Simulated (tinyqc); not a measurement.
One dielectric constant for an anisotropic host? Model: finite-size error of a charged defect in a periodic cell: Madelung and Makov-Payne terms. Computed by tinyqc, a small Python program. Command: `OMP_NUM_THREADS=1 python tinyqc.py 3031664 3031665 out.jsonl imagecharge walk`. One thread of a shared host (Intel(R) Xeon(R) Processor @ 2.30GHz), about 0.07 s of CPU time with the checks.

L is the cube root of the cell volume. The defect charge is a Gaussian, rho(r) = q (2 pi sigma^2)^(-3/2) exp(-r^2/2 sigma^2), repeated periodically in a uniform neutralising background and screened by a continuum. The model cell energy is E(L) = E_0 + [periodic - isolated electrostatic energy].

Inputs (values chosen for the exercise, for a model uniaxial host):
```
quantity,value,unit
charge q,2,e
cell length L,13.1,angstrom
dielectric constant eps_xy,11.5,-
dielectric constant eps_z,6.87,-
axis ratio c/a,0.946,-
```

Supercell lattice: tetragonal. Screening: uniaxial.

Constants: e^2/(4 pi eps_0) = 14.39964548 eV angstrom.

Method:
- Cell vectors: (1,0,0), (0,1,0), (0,0,c/a), scaled to volume L^3.
- Ewald sum for a unit point charge: scale each Cartesian component of the cell by 1/sqrt(eps_i), giving R', G' and V'; E = [ (1/2) sum erfc(eta R')/R' + (2 pi/V') sum exp(-G'^2/4 eta^2)/G'^2 - eta/sqrt(pi) - pi/(2 V' eta^2) ] e^2/(4 pi eps_0) / sqrt(eps_x eps_y eps_z), over n_i = -6..6, omitting n = (0,0,0), eta = 2/V'^(1/3). alpha = -2 E eps_g L/(e^2/(4 pi eps_0)), eps_g = (eps_x eps_y eps_z)^(1/3).
- The same sum with an isotropic constant in place of the tensor, the means being taken over (eps_xy, eps_xy, eps_z); errors against the tensor result.

cell vectors (rows) (angstrom):
```
,1,2,3
1,13.3447,0.0000,0.0000
2,0.0000,13.3447,0.0000
3,0.0000,0.0000,12.6241
```

point-charge correction -q^2 E = 0.634867 eV

Point-charge correction:
```
constant,value,correction (eV),error (meV)
eps_xy,11.500,0.54183,-93.03
eps_z,6.870,0.90700,272.13
arithmetic mean,9.957,0.62582,-9.05
geometric mean,9.685,0.64335,8.48
harmonic mean,9.390,0.66355,28.69
```

What does the comparison show, and why?

The tensor gives 0.6349 eV. Closest is geometric mean (+8.5 meV) and furthest eps_z (+272.1 meV); anisotropy also changes the effective shape of the cell, which no single constant captures.
